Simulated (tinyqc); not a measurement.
# Punch-through p+-n junction, ionisation integral and breakdown: several studies

A p+ layer at x < 0 and an n drift layer from x = 0 to L on an n+ substrate. Depletion approximation, built-in voltage neglected. Local ionisation coefficients alpha_n = an exp(-(bn/E)^mx), alpha_p = ap exp(-(bp/E)^mx). Electrons move towards +x, holes towards x = 0.

Parameters, values chosen for the exercise; material values close to those of silicon: relative permittivity eps_r = 11.8; prefactor of the electron ionisation coefficient an = 7.04e5 1/cm; field constant for electrons bn = 1.2e6 V/cm; prefactor of the hole ionisation coefficient ap = 1.63e6 1/cm; field constant for holes bp = 2.02e6 V/cm; exponent mx = 1; electron mobility of the drift layer mu = 1270 cm^2/(V s); donor density of the drift layer N = 2.1e14 cm^-3; thickness of the drift layer L = 52 um.

Constants: q = 1.602176634e-19 C, eps0 = 8.8541878128e-14 F/cm where lengths are in cm. Results are converted to the units shown.

Each table varies one quantity; the others keep the values above.

## Multiplication against voltage

W = sqrt(2 eps0 eps_r V/(q N)), peak field E0 = q N W/(eps0 eps_r), falling linearly to 0 at W; if W > L the layer is punched through: W = L, E0 = V/L + q N L/(2 eps0 eps_r), falling linearly to E1 = V/L - q N L/(2 eps0 eps_r). G(x) = integral from 0 to x of (alpha_n - alpha_p); I_n = integral of alpha_n exp(-G) (electrons injected at x = 0), I_p = integral of alpha_p exp(G(end) - G) (holes injected at the far edge); M = 1/(1 - I). Integrals on a fine grid; BV is where I_n = 1. Here BV = 724.795 V; the Miller exponent is n = ln(1 - 1/M)/ln(V/BV).

Results:

| V (V) | E0 (kV/cm) | I_n | I_p | M_n | M_p | Miller n, electrons | Miller n, holes |
|---|---|---|---|---|---|---|---|
| 290 | 137 | 0.0423 | 1.62e-4 | 1.04 | 1.00 | 3.45 | 9.53 |
| 362 | 153 | 0.125 | 9.97e-4 | 1.14 | 1.00 | 3.00 | 9.95 |
| 435 | 167 | 0.270 | 0.00423 | 1.37 | 1.00 | 2.57 | 10.7 |
| 507 | 181 | 0.468 | 0.0150 | 1.88 | 1.02 | 2.12 | 11.8 |
| 623 | 204 | 0.813 | 0.119 | 5.35 | 1.13 | 1.37 | 14.1 |
| 667 | 212 | 0.912 | 0.282 | 11.4 | 1.39 | 1.11 | 15.2 |
| 696 | 218 | 0.962 | 0.521 | 26.3 | 2.09 | 0.957 | 16.1 |
| 714 | 221 | 0.987 | 0.779 | 76.9 | 4.52 | 0.872 | 16.7 |

Estimate the missing row, V = 580 V.

Computed row:

| V (V) | E0 (kV/cm) | I_n | I_p | M_n | M_p | Miller n, electrons | Miller n, holes |
|---|---|---|---|---|---|---|---|
| 580 | 195 | 0.693 | 0.0539 | 3.26 | 1.06 | 1.64 | 13.1 |

With this row back in the table: M_n rises from 1.044 to 76.9 and M_p from 1.000 to 4.52; both diverge at BV. The Miller exponent for electrons falls from 3.45 to 0.872 and that for holes rises from 9.53 to 16.7, so one exponent describes neither over the whole range. The larger multiplication belongs to electrons, whose coefficient at the peak field of the last row is 17.6 times the other.

## Effect of the drift doping

Same model as above.

Specific on-resistance Ron = L/(q mu N) with constant mobility and full ionisation.

Results:

| N (cm^-3) | BV (V) | E0 at BV (kV/cm) | W at BV (um) | Ron (mohm cm^2) | BV^2/Ron (MW/cm^2) | eps0 eps_r mu E0^3/4 (MW/cm^2) |
|---|---|---|---|---|---|---|
| 1.8e13 | 908 | 182 | 52.0 | 1.42e3 | 0.581 | 1.99 |
| 3.4e13 | 902 | 187 | 52.0 | 752 | 1.08 | 2.17 |
| 1.2e14 | 837 | 209 | 52.0 | 213 | 3.29 | 3.02 |
| 2.4e14 | 682 | 227 | 52.0 | 106 | 4.37 | 3.87 |
| 4.6e14 | 430 | 246 | 34.9 | 55.6 | 3.33 | 4.96 |
| 8.8e14 | 268 | 269 | 19.9 | 29.0 | 2.48 | 6.46 |
| 1.7e15 | 168 | 296 | 11.3 | 15.0 | 1.87 | 8.59 |

Estimate the missing row, N = 6.4e13 cm^-3.

Computed row:

| N (cm^-3) | BV (V) | E0 at BV (kV/cm) | W at BV (um) | Ron (mohm cm^2) | BV^2/Ron (MW/cm^2) | eps0 eps_r mu E0^3/4 (MW/cm^2) |
|---|---|---|---|---|---|---|
| 6.4e13 | 885 | 196 | 52.0 | 399 | 1.96 | 2.49 |

With this row back in the table: BV falls from 908 to 168 V while the critical field rises from 182 to 296 kV/cm. BV goes as N^(-0.01) between the first two rows and N^(-0.71) between the last two (a coefficient proportional to E^7 gives -0.75 without punch-through). BV^2/Ron goes from 0.581 through a maximum of 4.37 (at N = 2.4e14 among the rows listed) to 1.87 MW/cm^2; the layer is punched through at breakdown in 5 of the 8 rows.

## Effect of the drift thickness

Same model as above.

The value eps0 eps_r mu E0^3/4 holds for a triangular field; a layer that punches through can exceed it.

Effect of the drift thickness:

| L (um) | BV (V) | E0 at BV (kV/cm) | W at BV (um) | Ron (mohm cm^2) | BV^2/Ron (MW/cm^2) | eps0 eps_r mu E0^3/4 (MW/cm^2) |
|---|---|---|---|---|---|---|
| 10 | 218 | 234 | 10.0 | 23.4 | 2.04 | 4.28 |
| 14 | 288 | 229 | 14.0 | 32.8 | 2.54 | 3.96 |
| 19 | 370 | 225 | 19.0 | 44.5 | 3.08 | 3.79 |
| 25 | 459 | 224 | 25.0 | 58.5 | 3.59 | 3.71 |
| 34 | 573 | 223 | 34.0 | 79.6 | 4.12 | 3.69 |
| 46 | 686 | 223 | 46.0 | 108 | 4.37 | 3.68 |
| 61 | 762 | 223 | 61.0 | 143 | 4.07 | 3.68 |
| 82 | 773 | 223 | 69.3 | 192 | 3.11 | 3.68 |
| 110 | 773 | 223 | 69.3 | 257 | 2.32 | 3.68 |

What does the comparison show?

BV rises from 218 to 773 V and saturates once L exceeds the free depleted width of 69.3 um, while Ron keeps rising as L. BV^2/Ron goes from 2.04 through a maximum of 4.37 (at L = 46 um among the rows listed) to 2.32 MW/cm^2. The best row has L = 0.66 of that width: the last part of the triangle adds little voltage but its full share of resistance.

Numbers from tinyqc (`OMP_NUM_THREADS=1 python tinyqc.py 2120023 2120024 out.jsonl`; about 0.1 s on one thread of a shared Intel Xeon 2.30GHz).
